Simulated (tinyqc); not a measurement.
# Film thickness from the threshold shift

Problem. Undoped body with a flat potential across it, hard walls, transport along x. Three valley pairs (g = 2 each) with the longitudinal mass along x, y or z. Non-parabolicity enters the subband edges through E (1 + al E) = gamma, so E = 2 gamma/(1 + sqrt(1 + 4 al gamma)); motion within a subband is taken as parabolic with the band-edge mass. Energies are counted from the bulk band edge. gamma = C (pi k/(t + dl))^2/mz, C = hbar^2/(2 m0). Each subband has N_k = g sqrt(mx my) m0 kB T/(pi hbar^2); without degeneracy n = exp(EF/Vt) sum N_k exp(-E_k/Vt). Classical value Nc times t, Nc = sum over valleys of 2 g (m m0 kB T/(2 pi hbar^2))^1.5 with m = (mx my mz)^(1/3). Threshold shift dVT = Vt ln(classical value/sum N_k exp(-E_k/Vt)). Find t and the lowest subband edge.

Inputs (values chosen for the exercise); masses close to those of silicon: temperature T = 300 K; longitudinal mass ml = 0.92 m0; transverse mass mt = 0.194 m0; non-parabolicity al = 0.5 1/eV; widening of the box by penetration into the insulator dl = 0 nm.

Constants: q = 1.602176634e-19 C, kB = 1.380649e-23 J/K, hbar = 1.054571817e-34 J s, m0 = 9.1093837015e-31 kg, Vt = kB T/q, hbar^2/(2 m0) = 0.0380998212 eV nm^2. Results are converted to the units shown.

dVT = 16.261799 mV

Answer. dVT is evaluated for trial values of t with all subbands; between 1.5 and 25 nm one value matches.

t = 8.40 nm
E_1 = 5.78 meV

Computed by the program tinyqc: `OMP_NUM_THREADS=1 python tinyqc.py 2350106 2350107 out.jsonl`, one thread of a shared Intel Xeon 2.30GHz, about 0.07 s for the whole run.
